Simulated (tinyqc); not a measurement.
Inside a calculation: cyclotron resonance of ellipsoidal valleys, Ge type. Values are carried at full precision from step to step, so a last printed digit may differ when a step is redone from the rounded ones.

Valleys along [111], [-111], [1-11], [11-1], mass ml along the axis and mt across it. B lies in the (1-10) plane, b = (sin(theta)/sqrt2, sin(theta)/sqrt2, cos(theta)). For the angle phi between B and the axis, 1/mc^2 = cos^2(phi)/mt^2 + sin^2(phi)/(mt ml). Resonance: h nu = 2 muB B/mc, h = 2 pi hbar.

Constants: hbar = 6.58211957e-16 eV s; muB = 5.788381798e-05 eV/T.

Inputs chosen for the exercise (near those of Ge; not measured data):
```
symbol  value  unit     meaning
theta   81     degrees  angle of B from [001] towards [110]
ml      1.523  m0       longitudinal mass
mt      0.085  m0       transverse mass
nu      35     GHz      microwave frequency
tau     66     ps       scattering time
```

## Angles to the valley axes

Give b and cos^2(phi) for each axis.

b: 0.6984  0.6984  0.1564

cos^2(phi): [111] 0.8042, [-111] 0.0082, [1-11] 0.0082, [11-1] 0.5128

## Cyclotron masses and resonance fields

For each axis, mc and B = h nu mc/(2 muB).

Resonances:
```
axis,mc (m0),B (T)
[111],0.0941,0.1177
[-111],0.3373,0.4217
[1-11],0.3373,0.4217
[11-1],0.1157,0.1446
```

3 distinct masses appear; the limits are mt = 0.085 (B along the axis) and sqrt(ml mt) = 0.3598 (B across it).

## The same from the mass tensor

For the valley along [11-1]: M = mt 1 + (ml - mt) a a^T, and mc^2 = det M/(b M b).

M (m0), lower triangle:
```
,x,y,z
x,0.5643
y,0.4793,0.5643
z,-0.4793,-0.4793,0.5643
```

det M = 0.011004
b M b = 0.8225
mc = 0.1157 m0

## Line shape

For linear polarisation and one isotropic mass the absorbed power goes as P = [1 + (w^2 + wc^2) tau^2]/([1 + (wc^2 - w^2) tau^2]^2 + 4 w^2 tau^2), w = 2 pi nu. List it for wc/w = 0, 0.5, 0.8, 0.9, 1, 1.1, 1.2, 1.5 and 2, which is B over the resonance field.

w tau = 14.514

Power:
```
wc/w,P
0.0,0.004725
0.5,0.01037
0.8,0.05377
0.9,0.1616
1.0,0.5006
1.1,0.1615
1.2,0.05353
1.5,0.009696
2.0,0.002626
```

The largest listed value lies at wc/w = 1.0, 106.0 times the zero-field value. With w tau well above 1 the line is sharp, of relative half width about 1/(w tau). The closest two lines of this crystal are 22.9 % apart, so they are resolved.

## Checks

- Rotation frequency of dv/dt = -M^-1 (v x b) for the valley along [11-1], in units of e B/m0, against 1/mc: both 8.6455.

Program tinyqc; command `OMP_NUM_THREADS=1 python tinyqc.py 1281133 1281134 out.jsonl`; about 0.01 s on one thread of a shared Intel(R) Xeon(R) Processor @ 2.30GHz.
